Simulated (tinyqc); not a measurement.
Inside a calculation (part 1 of 2). Method: RHF in the sto-3g basis, for BeH2, spin multiplicity 1. Computed by tinyqc, a small Python program that keeps every step (integrals from PySCF). Settings: charge = 0, multiplicity = 1, basis = sto-3g, energy threshold = 1e-10, iteration cap = 83, orthogonalisation = canonical, start = Wolfsberg-Helmholz matrix, DIIS depth = 3, method = RHF. Command: `OMP_NUM_THREADS=1 python tinyqc.py 20924 20925 out.jsonl` (the two numbers bound the seeds that draw the settings). One thread of a shared host (Intel(R) Xeon(R) Processor @ 2.60GHz), about 0.07 s of CPU time with the checks. Later iterations appear only in the table of the cycle.

## One-electron integrals

Geometry (angstrom):
```
atom         x          y         z
Be    0.000000   0.000000  0.000000
H     0.000000   1.581000  0.000000
H     0.000000  -1.535000  0.000000
```

Basis sto-3g: exponents (1/bohr^2) and contraction coefficients of normalised primitives:
```
element  l (shell)   exponent  coefficient
Be           s (1)  30.167871     0.154329
Be           s (1)   5.495115     0.535328
Be           s (1)   1.487193     0.444635
Be           s (2)   1.314833    -0.099967
Be           s (2)   0.305539     0.399513
Be           s (2)   0.099371     0.700115
Be           p (3)   1.314833     0.155916
Be           p (3)   0.305539     0.607684
Be           p (3)   0.099371     0.391957
H            s (1)   3.425251     0.154329
H            s (1)   0.623914     0.535328
H            s (1)   0.168855     0.444635
```

Overlap, kinetic and nuclear-attraction integrals over the contracted functions; the nuclear repulsion is the sum of Za Zb / Rab.

nuclear repulsion = 2.88763100 hartree

overlap S, order 1Be 1s, 1Be 2s, 1Be 2px, 1Be 2py, 1Be 2pz, 2H 1s, 3H 1s:
$$\begin{pmatrix}
1.000000 & 0.259517 & 0.000000 & 0.000000 & 0.000000 & 0.040935 & 0.045272 \\
0.259517 & 1.000000 & 0.000000 & 0.000000 & 0.000000 & 0.366672 & 0.383723 \\
0.000000 & 0.000000 & 1.000000 & 0.000000 & 0.000000 & 0.000000 & 0.000000 \\
0.000000 & 0.000000 & 0.000000 & 1.000000 & 0.000000 & 0.450266 & -0.465556 \\
0.000000 & 0.000000 & 0.000000 & 0.000000 & 1.000000 & 0.000000 & 0.000000 \\
0.040935 & 0.366672 & 0.000000 & 0.450266 & 0.000000 & 1.000000 & 0.014251 \\
0.045272 & 0.383723 & 0.000000 & -0.465556 & 0.000000 & 0.014251 & 1.000000
\end{pmatrix}$$

kinetic energy T (hartree), order 1Be 1s, 1Be 2s, 1Be 2px, 1Be 2py, 1Be 2pz, 2H 1s, 3H 1s:
$$\begin{pmatrix}
6.693975 & -0.033012 & 0.000000 & 0.000000 & 0.000000 & -0.011449 & -0.012488 \\
-0.033012 & 0.211111 & 0.000000 & 0.000000 & 0.000000 & 0.037286 & 0.042493 \\
0.000000 & 0.000000 & 0.660592 & 0.000000 & 0.000000 & 0.000000 & 0.000000 \\
0.000000 & 0.000000 & 0.000000 & 0.660592 & 0.000000 & 0.121580 & -0.133904 \\
0.000000 & 0.000000 & 0.000000 & 0.000000 & 0.660592 & 0.000000 & 0.000000 \\
-0.011449 & 0.037286 & 0.000000 & 0.121580 & 0.000000 & 0.760032 & -0.005678 \\
-0.012488 & 0.042493 & 0.000000 & -0.133904 & 0.000000 & -0.005678 & 0.760032
\end{pmatrix}$$

nuclear attraction V (hartree), order 1Be 1s, 1Be 2s, 1Be 2px, 1Be 2py, 1Be 2pz, 2H 1s, 3H 1s:
$$\begin{pmatrix}
-15.240543 & -2.075575 & 0.000000 & 0.000787 & 0.000000 & -0.325701 & -0.360434 \\
-2.075575 & -2.968953 & 0.000000 & 0.004977 & 0.000000 & -0.993855 & -1.054970 \\
0.000000 & 0.000000 & -2.888813 & 0.000000 & 0.000000 & 0.000000 & 0.000000 \\
0.000787 & 0.004977 & 0.000000 & -3.073730 & 0.000000 & -1.188207 & 1.247944 \\
0.000000 & 0.000000 & 0.000000 & 0.000000 & -2.888813 & 0.000000 & 0.000000 \\
-0.325701 & -0.993855 & 0.000000 & -1.188207 & 0.000000 & -2.731476 & -0.046682 \\
-0.360434 & -1.054970 & 0.000000 & 1.247944 & 0.000000 & -0.046682 & -2.770605
\end{pmatrix}$$

core Hamiltonian H = T + V (hartree), order 1Be 1s, 1Be 2s, 1Be 2px, 1Be 2py, 1Be 2pz, 2H 1s, 3H 1s:
$$\begin{pmatrix}
-8.546568 & -2.108587 & 0.000000 & 0.000787 & 0.000000 & -0.337150 & -0.372922 \\
-2.108587 & -2.757842 & 0.000000 & 0.004977 & 0.000000 & -0.956569 & -1.012477 \\
0.000000 & 0.000000 & -2.228222 & 0.000000 & 0.000000 & 0.000000 & 0.000000 \\
0.000787 & 0.004977 & 0.000000 & -2.413138 & 0.000000 & -1.066627 & 1.114040 \\
0.000000 & 0.000000 & 0.000000 & 0.000000 & -2.228222 & 0.000000 & 0.000000 \\
-0.337150 & -0.956569 & 0.000000 & -1.066627 & 0.000000 & -1.971444 & -0.052360 \\
-0.372922 & -1.012477 & 0.000000 & 1.114040 & 0.000000 & -0.052360 & -2.010573
\end{pmatrix}$$

## Two-electron integrals

Functions are numbered as in S; the eight-fold symmetry (ij|kl) = (ji|kl) = (kl|ij) leaves the list below.

Two-electron integrals (ij|kl) in chemists' order, unique and non-zero (hartree):
```
(11|11) 2.298831    (21|11) 0.392036    (21|21) 0.079539    (22|11) 0.570988
(22|21) 0.143041    (22|22) 0.417683    (31|31) 0.014607    (32|31) 0.021888
(32|32) 0.092265    (33|11) 0.569578    (33|21) 0.143083    (33|22) 0.417589
(33|33) 0.449859    (41|41) 0.014607    (42|41) 0.021888    (42|42) 0.092265
(43|43) 0.024249    (44|11) 0.569578    (44|21) 0.143083    (44|22) 0.417589
(44|33) 0.401360    (44|44) 0.449859    (51|51) 0.014607    (52|51) 0.021888
(52|52) 0.092265    (53|53) 0.024249    (54|54) 0.024249    (55|11) 0.569578
(55|21) 0.143083    (55|22) 0.417589    (55|33) 0.401360    (55|44) 0.401360
(55|55) 0.449859    (61|11) 0.061040    (61|21) 0.012377    (61|22) 0.022456
(61|33) 0.022303    (61|41) 0.001089    (61|42) 0.002062    (61|44) 0.022773
(61|55) 0.022303    (61|61) 0.002018    (62|11) 0.164106    (62|21) 0.041799
(62|22) 0.135126    (62|33) 0.129814    (62|41) 0.005436    (62|42) 0.034845
(62|44) 0.145625    (62|55) 0.129814    (62|61) 0.007196    (62|62) 0.068110
(63|31) 0.003619    (63|32) 0.017460    (63|43) 0.005856    (63|63) 0.005824
(64|11) 0.182257    (64|21) 0.046948    (64|22) 0.158930    (64|33) 0.149550
(64|41) 0.008738    (64|42) 0.053898    (64|44) 0.177527    (64|55) 0.149550
(64|61) 0.008400    (64|62) 0.090623    (64|64) 0.123787    (65|51) 0.003619
(65|52) 0.017460    (65|54) 0.005856    (65|65) 0.005824    (66|11) 0.333562
(66|21) 0.086407    (66|22) 0.314129    (66|33) 0.291789    (66|41) 0.012451
(66|42) 0.105357    (66|44) 0.358517    (66|55) 0.291789    (66|61) 0.015161
(66|62) 0.205774    (66|64) 0.289302    (66|66) 0.774606    (71|11) 0.067518
(71|21) 0.013691    (71|22) 0.024838    (71|33) 0.024666    (71|41) -0.001206
(71|42) -0.002282   (71|44) 0.025194    (71|55) 0.024666    (71|61) 0.002041
(71|62) 0.006721    (71|64) 0.007316    (71|66) 0.013797    (71|71) 0.002470
(72|11) 0.174845    (72|21) 0.044501    (72|22) 0.143027    (72|33) 0.137473
(72|41) -0.005804   (72|42) -0.036618   (72|44) 0.154006    (72|55) 0.137473
(72|61) 0.006468    (72|62) 0.035481    (72|64) 0.038632    (72|66) 0.078390
(72|71) 0.008476    (72|72) 0.074999    (73|31) 0.003938    (73|32) 0.018791
(73|43) -0.006221   (73|63) 0.002352    (73|73) 0.006588    (74|11) -0.191788
(74|21) -0.049383   (74|22) -0.166304   (74|33) -0.156467   (74|41) 0.009367
(74|42) 0.056763    (74|44) -0.185811   (74|55) -0.156467   (74|61) -0.006942
(74|62) -0.038020   (74|64) -0.040367   (74|66) -0.083811   (74|71) -0.009794
(74|72) -0.098857   (74|74) 0.134046    (75|51) 0.003938    (75|52) 0.018791
(75|54) -0.006221   (75|65) 0.002352    (75|75) 0.006588    (76|11) 0.008826
(76|21) 0.002185    (76|22) 0.006196    (76|33) 0.006113    (76|41) 4.81e-06
(76|42) 0.000033    (76|44) 0.006360    (76|55) 0.006113    (76|61) 0.000345
(76|62) 0.002070    (76|64) 0.002472    (76|66) 0.004942    (76|71) 0.000380
(76|72) 0.002158    (76|74) -0.002537   (76|76) 0.000093    (77|11) 0.343301
(77|21) 0.088898    (77|22) 0.321007    (77|33) 0.297981    (77|41) -0.013122
(77|42) -0.108462   (77|44) 0.366780    (77|55) 0.297981    (77|61) 0.012807
(77|62) 0.075395    (77|64) 0.081824    (77|66) 0.169820    (77|71) 0.017298
(77|72) 0.216892    (77|74) -0.302626   (77|76) 0.004942    (77|77) 0.774606
```

## Orthogonalisation

S = U s U^T; canonical form X = U s^(-1/2), so that X^T S X = 1. Each column of U has its largest component positive (the first on a tie).

eigenvalues of S: [0.344037, 0.438628, 0.954799, 1.000000, 1.000000, 1.616538, 1.645998]

X, order 1Be 1s, 1Be 2s, 1Be 2px, 1Be 2py, 1Be 2pz, 2H 1s, 3H 1s:
$$\begin{pmatrix}
0.037455 & -0.398645 & 0.919732 & 0.000000 & 0.000000 & 0.248792 & 0.115824 \\
-0.138349 & 1.085517 & -0.055697 & 0.000000 & 0.000000 & 0.487995 & 0.232054 \\
0.000000 & 0.000000 & 0.000000 & 0.933171 & -0.359433 & 0.000000 & 0.000000 \\
1.191321 & 0.118864 & 0.003686 & 0.000000 & 0.000000 & 0.242234 & -0.499491 \\
0.000000 & 0.000000 & 0.000000 & 0.359433 & 0.933171 & 0.000000 & 0.000000 \\
-0.763181 & -0.760269 & -0.320288 & 0.000000 & 0.000000 & 0.487125 & -0.198030 \\
0.940441 & -0.591974 & -0.309411 & 0.000000 & 0.000000 & 0.150335 & 0.501560
\end{pmatrix}$$

Within a degenerate level the vectors are fixed only up to a rotation; this is one choice.

## Starting guess

The start is the generalised Wolfsberg-Helmholz matrix (K = 1.75) built on H; D = 2 C_occ C_occ^T.

D at the start, order 1Be 1s, 1Be 2s, 1Be 2px, 1Be 2py, 1Be 2pz, 2H 1s, 3H 1s:
$$\begin{pmatrix}
2.042068 & -0.165703 & 0.000000 & -0.003717 & 0.000000 & -0.201689 & -0.203442 \\
-0.165703 & 0.784127 & 0.000000 & 0.017190 & 0.000000 & 0.474077 & 0.469546 \\
0.000000 & 0.000000 & 0.000000 & 0.000000 & 0.000000 & 0.000000 & 0.000000 \\
-0.003717 & 0.017190 & 0.000000 & 0.821127 & 0.000000 & 0.418182 & -0.414519 \\
0.000000 & 0.000000 & 0.000000 & 0.000000 & 0.000000 & 0.000000 & 0.000000 \\
-0.201689 & 0.474077 & 0.000000 & 0.418182 & 0.000000 & 0.494362 & 0.078086 \\
-0.203442 & 0.469546 & 0.000000 & -0.414519 & 0.000000 & 0.078086 & 0.506466
\end{pmatrix}$$

## Iteration 1: building the Fock matrix

J_ij = sum D_kl (ij|kl), K_ij = sum D_kl (ik|jl); F = H + J - 0.5 K; E = tr D H + tr D J / 2 - 0.25 tr D K + E_nn.

Coulomb J (hartree), order 1Be 1s, 1Be 2s, 1Be 2px, 1Be 2py, 1Be 2pz, 2H 1s, 3H 1s:
$$\begin{pmatrix}
6.399149 & 1.243003 & 0.000000 & -0.000548 & 0.000000 & 0.194986 & 0.215816 \\
1.243003 & 2.621911 & 0.000000 & -0.003067 & 0.000000 & 0.887764 & 0.940911 \\
0.000000 & 0.000000 & 2.556777 & 0.000000 & 0.000000 & 0.000000 & 0.000000 \\
-0.000548 & -0.003067 & 0.000000 & 2.742311 & 0.000000 & 1.066485 & -1.118463 \\
0.000000 & 0.000000 & 0.000000 & 0.000000 & 2.556777 & 0.000000 & 0.000000 \\
0.194986 & 0.887764 & 0.000000 & 1.066485 & 0.000000 & 2.234907 & 0.040210 \\
0.215816 & 0.940911 & 0.000000 & -1.118463 & 0.000000 & 0.040210 & 2.280156
\end{pmatrix}$$

exchange K (hartree), order 1Be 1s, 1Be 2s, 1Be 2px, 1Be 2py, 1Be 2pz, 2H 1s, 3H 1s:
$$\begin{pmatrix}
4.615784 & 0.827342 & 0.000000 & -0.000003 & 0.000000 & 0.128714 & 0.142838 \\
0.827342 & 0.882463 & 0.000000 & -0.003754 & 0.000000 & 0.523162 & 0.543009 \\
0.000000 & 0.000000 & 0.162610 & 0.000000 & 0.000000 & 0.000000 & 0.000000 \\
-0.000003 & -0.003754 & 0.000000 & 0.986689 & 0.000000 & 0.600838 & -0.622425 \\
0.000000 & 0.000000 & 0.000000 & 0.000000 & 0.162610 & 0.000000 & 0.000000 \\
0.128714 & 0.523162 & 0.000000 & 0.600838 & 0.000000 & 0.974302 & 0.017025 \\
0.142838 & 0.543009 & 0.000000 & -0.622425 & 0.000000 & 0.017025 & 1.008218
\end{pmatrix}$$

Fock matrix F (hartree), order 1Be 1s, 1Be 2s, 1Be 2px, 1Be 2py, 1Be 2pz, 2H 1s, 3H 1s:
$$\begin{pmatrix}
-4.455312 & -1.279255 & 0.000000 & 0.000240 & 0.000000 & -0.206520 & -0.228525 \\
-1.279255 & -0.577163 & 0.000000 & 0.003788 & 0.000000 & -0.330386 & -0.343071 \\
0.000000 & 0.000000 & 0.247250 & 0.000000 & 0.000000 & 0.000000 & 0.000000 \\
0.000240 & 0.003788 & 0.000000 & -0.164171 & 0.000000 & -0.300561 & 0.306790 \\
0.000000 & 0.000000 & 0.000000 & 0.000000 & 0.247250 & 0.000000 & 0.000000 \\
-0.206520 & -0.330386 & 0.000000 & -0.300561 & 0.000000 & -0.223688 & -0.020663 \\
-0.228525 & -0.343071 & 0.000000 & 0.306790 & 0.000000 & -0.020663 & -0.234526
\end{pmatrix}$$

total energy of this density = -15.48401309 hartree

## Iteration 1: diagonalisation and new density

Diagonalise F' = X^T F X, C = X C', fill 3 alpha and 3 beta electrons from the bottom; D = 2 C_occ C_occ^T. Each column has its largest component positive (the first on a tie).

F' = X^T F X (hartree):
$$\begin{pmatrix}
0.702870 & 0.030174 & -0.047749 & 0.000000 & 0.000000 & -0.002556 & -0.040531 \\
0.030174 & 0.251934 & 0.675968 & 0.000000 & 0.000000 & 0.264973 & 0.121925 \\
-0.047749 & 0.675968 & -3.460865 & 0.000000 & 0.000000 & -1.485285 & -0.704076 \\
0.000000 & 0.000000 & 0.000000 & 0.247250 & 0.000000 & 0.000000 & 0.000000 \\
0.000000 & 0.000000 & 0.000000 & 0.000000 & 0.247250 & 0.000000 & 0.000000 \\
-0.002556 & 0.264973 & -1.485285 & 0.000000 & 0.000000 & -1.117112 & -0.354858 \\
-0.040531 & 0.121925 & -0.704076 & 0.000000 & 0.000000 & -0.354858 & -0.544895
\end{pmatrix}$$

orbital energies (hartree): MO1 -4.459311, MO2 -0.408510, MO3 -0.376110, MO4 0.247250, MO5 0.247250, MO6 0.369803, MO7 0.706060

coefficients C, order 1Be 1s, 1Be 2s, 1Be 2px, 1Be 2py, 1Be 2pz, 2H 1s, 3H 1s:
$$\begin{pmatrix}
0.991006 & -0.210367 & -0.016354 & 0.000000 & 0.000000 & -0.234126 & 0.010558 \\
0.034537 & 0.588254 & 0.052034 & 0.000000 & 0.000000 & 1.066859 & -0.066689 \\
0.000000 & 0.000000 & 0.000000 & 0.880242 & 0.474525 & 0.000000 & 0.000000 \\
-0.000178 & -0.040713 & 0.513705 & 0.000000 & 0.000000 & 0.041716 & 1.214193 \\
0.000000 & 0.000000 & 0.000000 & -0.474525 & 0.880242 & 0.000000 & 0.000000 \\
-0.004907 & 0.367990 & 0.449203 & 0.000000 & 0.000000 & -0.752634 & -0.797410 \\
-0.004960 & 0.434678 & -0.380642 & 0.000000 & 0.000000 & -0.695773 & 0.887019
\end{pmatrix}$$

D after iteration 1, order 1Be 1s, 1Be 2s, 1Be 2px, 1Be 2py, 1Be 2pz, 2H 1s, 3H 1s:
$$\begin{pmatrix}
2.053227 & -0.180748 & 0.000000 & -0.000026 & 0.000000 & -0.179243 & -0.180264 \\
-0.180748 & 0.699887 & 0.000000 & 0.005548 & 0.000000 & 0.479352 & 0.471448 \\
0.000000 & 0.000000 & 0.000000 & 0.000000 & 0.000000 & 0.000000 & 0.000000 \\
-0.000026 & 0.005548 & 0.000000 & 0.531101 & 0.000000 & 0.431554 & -0.426468 \\
0.000000 & 0.000000 & 0.000000 & 0.000000 & 0.000000 & 0.000000 & 0.000000 \\
-0.179243 & 0.479352 & 0.000000 & 0.431554 & 0.000000 & 0.674449 & -0.022008 \\
-0.180264 & 0.471448 & 0.000000 & -0.426468 & 0.000000 & -0.022008 & 0.667716
\end{pmatrix}$$

Within a degenerate level the vectors are fixed only up to a rotation; this is one choice.

## Iteration 2: building the Fock matrix

As before.

Coulomb J (hartree), order 1Be 1s, 1Be 2s, 1Be 2px, 1Be 2py, 1Be 2pz, 2H 1s, 3H 1s:
$$\begin{pmatrix}
6.331098 & 1.225132 & 0.000000 & -0.000786 & 0.000000 & 0.192161 & 0.212740 \\
1.225132 & 2.587127 & 0.000000 & -0.003276 & 0.000000 & 0.887569 & 0.939016 \\
0.000000 & 0.000000 & 2.518394 & 0.000000 & 0.000000 & 0.000000 & 0.000000 \\
-0.000786 & -0.003276 & 0.000000 & 2.714648 & 0.000000 & 1.071933 & -1.121679 \\
0.000000 & 0.000000 & 0.000000 & 0.000000 & 2.518394 & 0.000000 & 0.000000 \\
0.192161 & 0.887569 & 0.000000 & 1.071933 & 0.000000 & 2.282646 & 0.039733 \\
0.212740 & 0.939016 & 0.000000 & -1.121679 & 0.000000 & 0.039733 & 2.317239
\end{pmatrix}$$

exchange K (hartree), order 1Be 1s, 1Be 2s, 1Be 2px, 1Be 2py, 1Be 2pz, 2H 1s, 3H 1s:
$$\begin{pmatrix}
4.625169 & 0.813873 & 0.000000 & -0.000061 & 0.000000 & 0.130614 & 0.144421 \\
0.813873 & 0.842074 & 0.000000 & -0.008081 & 0.000000 & 0.529151 & 0.548763 \\
0.000000 & 0.000000 & 0.149856 & 0.000000 & 0.000000 & 0.000000 & 0.000000 \\
-0.000061 & -0.008081 & 0.000000 & 0.910737 & 0.000000 & 0.612064 & -0.630954 \\
0.000000 & 0.000000 & 0.000000 & 0.000000 & 0.149856 & 0.000000 & 0.000000 \\
0.130614 & 0.529151 & 0.000000 & 0.612064 & 0.000000 & 1.079496 & 0.009402 \\
0.144421 & 0.548763 & 0.000000 & -0.630954 & 0.000000 & 0.009402 & 1.097789
\end{pmatrix}$$

Fock matrix F (hartree), order 1Be 1s, 1Be 2s, 1Be 2px, 1Be 2py, 1Be 2pz, 2H 1s, 3H 1s:
$$\begin{pmatrix}
-4.528055 & -1.290392 & 0.000000 & 0.000031 & 0.000000 & -0.210295 & -0.232393 \\
-1.290392 & -0.591752 & 0.000000 & 0.005742 & 0.000000 & -0.333575 & -0.347843 \\
0.000000 & 0.000000 & 0.215245 & 0.000000 & 0.000000 & 0.000000 & 0.000000 \\
0.000031 & 0.005742 & 0.000000 & -0.153858 & 0.000000 & -0.300726 & 0.307838 \\
0.000000 & 0.000000 & 0.000000 & 0.000000 & 0.215245 & 0.000000 & 0.000000 \\
-0.210295 & -0.333575 & 0.000000 & -0.300726 & 0.000000 & -0.228546 & -0.017328 \\
-0.232393 & -0.347843 & 0.000000 & 0.307838 & 0.000000 & -0.017328 & -0.242229
\end{pmatrix}$$

total energy of this density = -15.51583006 hartree

## Iteration 2: DIIS over 2 matrices

error matrix X^T (FDS - SDF) X:
$$\begin{pmatrix}
0.000000 & 0.000313 & -0.003395 & 0.000000 & 0.000000 & 0.011919 & -0.023063 \\
-0.000313 & 0.000000 & 0.025092 & 0.000000 & 0.000000 & -0.001504 & -0.004934 \\
0.003395 & -0.025092 & 0.000000 & 0.000000 & 0.000000 & -0.000440 & -0.000616 \\
0.000000 & 0.000000 & 0.000000 & 0.000000 & 0.000000 & 0.000000 & 0.000000 \\
0.000000 & 0.000000 & 0.000000 & 0.000000 & 0.000000 & 0.000000 & 0.000000 \\
-0.011919 & 0.001504 & 0.000440 & 0.000000 & 0.000000 & 0.000000 & -0.000004 \\
0.023063 & 0.004934 & 0.000616 & 0.000000 & 0.000000 & 0.000004 & 0.000000
\end{pmatrix}$$

B (overlaps of the stored error matrices):
$$\begin{pmatrix}
1.7240683e-01 & 1.7891772e-02 \\
1.7891772e-02 & 2.6847954e-03
\end{pmatrix}$$

Minimise |sum c_i e_i|^2 with sum c_i = 1: solve [B -1; -1 0][c; lambda] = [0; -1] with B_ij = tr e_i^T e_j, and take F = sum c_i F_i.

DIIS coefficients: [-0.109161, 1.109161]

extrapolated F (hartree), order 1Be 1s, 1Be 2s, 1Be 2px, 1Be 2py, 1Be 2pz, 2H 1s, 3H 1s:
$$\begin{pmatrix}
-4.535995 & -1.291608 & 0.000000 & 0.000008 & 0.000000 & -0.210707 & -0.232815 \\
-1.291608 & -0.593345 & 0.000000 & 0.005955 & 0.000000 & -0.333924 & -0.348364 \\
0.000000 & 0.000000 & 0.211751 & 0.000000 & 0.000000 & 0.000000 & 0.000000 \\
0.000008 & 0.005955 & 0.000000 & -0.152733 & 0.000000 & -0.300744 & 0.307952 \\
0.000000 & 0.000000 & 0.000000 & 0.000000 & 0.211751 & 0.000000 & 0.000000 \\
-0.210707 & -0.333924 & 0.000000 & -0.300744 & 0.000000 & -0.229076 & -0.016964 \\
-0.232815 & -0.348364 & 0.000000 & 0.307952 & 0.000000 & -0.016964 & -0.243070
\end{pmatrix}$$

## Iteration 2: diagonalisation and new density

As before.

F' = X^T F X (hartree):
$$\begin{pmatrix}
0.705574 & 0.034541 & -0.049760 & 0.000000 & 0.000000 & 0.003795 & -0.053588 \\
0.034541 & 0.236648 & 0.699436 & 0.000000 & 0.000000 & 0.268256 & 0.120837 \\
-0.049760 & 0.699436 & -3.523942 & 0.000000 & 0.000000 & -1.508630 & -0.714257 \\
0.000000 & 0.000000 & 0.000000 & 0.211751 & 0.000000 & 0.000000 & 0.000000 \\
0.000000 & 0.000000 & 0.000000 & 0.000000 & 0.211751 & 0.000000 & 0.000000 \\
0.003795 & 0.268256 & -1.508630 & 0.000000 & 0.000000 & -1.132486 & -0.363597 \\
-0.053588 & 0.120837 & -0.714257 & 0.000000 & 0.000000 & -0.363597 & -0.550061
\end{pmatrix}$$

orbital energies (hartree): MO1 -4.539364, MO2 -0.418822, MO3 -0.377259, MO4 0.211751, MO5 0.211751, MO6 0.360736, MO7 0.710440

coefficients C, order 1Be 1s, 1Be 2s, 1Be 2px, 1Be 2py, 1Be 2pz, 2H 1s, 3H 1s:
$$\begin{pmatrix}
0.991856 & -0.210911 & -0.021736 & 0.000000 & 0.000000 & -0.229645 & 0.008264 \\
0.031176 & 0.598105 & 0.067792 & 0.000000 & 0.000000 & 1.061153 & -0.056878 \\
0.000000 & 0.000000 & 0.000000 & -0.096176 & 0.995364 & 0.000000 & 0.000000 \\
-0.000093 & -0.052609 & 0.496248 & 0.000000 & 0.000000 & 0.031661 & 1.221279 \\
0.000000 & 0.000000 & 0.000000 & 0.995364 & 0.096176 & 0.000000 & 0.000000 \\
-0.003817 & 0.347600 & 0.469348 & 0.000000 & 0.000000 & -0.749276 & -0.798125 \\
-0.003804 & 0.437528 & -0.380884 & 0.000000 & 0.000000 & -0.708357 & 0.875484
\end{pmatrix}$$

D after iteration 2, order 1Be 1s, 1Be 2s, 1Be 2px, 1Be 2py, 1Be 2pz, 2H 1s, 3H 1s:
$$\begin{pmatrix}
2.057470 & -0.193398 & 0.000000 & 0.000434 & 0.000000 & -0.174602 & -0.175548 \\
-0.193398 & 0.726595 & 0.000000 & 0.004345 & 0.000000 & 0.479201 & 0.471498 \\
0.000000 & 0.000000 & 0.000000 & 0.000000 & 0.000000 & 0.000000 & 0.000000 \\
0.000434 & 0.004345 & 0.000000 & 0.498060 & 0.000000 & 0.429253 & -0.424061 \\
0.000000 & 0.000000 & 0.000000 & 0.000000 & 0.000000 & 0.000000 & 0.000000 \\
-0.174602 & 0.479201 & 0.000000 & 0.429253 & 0.000000 & 0.682256 & -0.053335 \\
-0.175548 & 0.471498 & 0.000000 & -0.424061 & 0.000000 & -0.053335 & 0.673036
\end{pmatrix}$$

Within a degenerate level the vectors are fixed only up to a rotation; this is one choice.
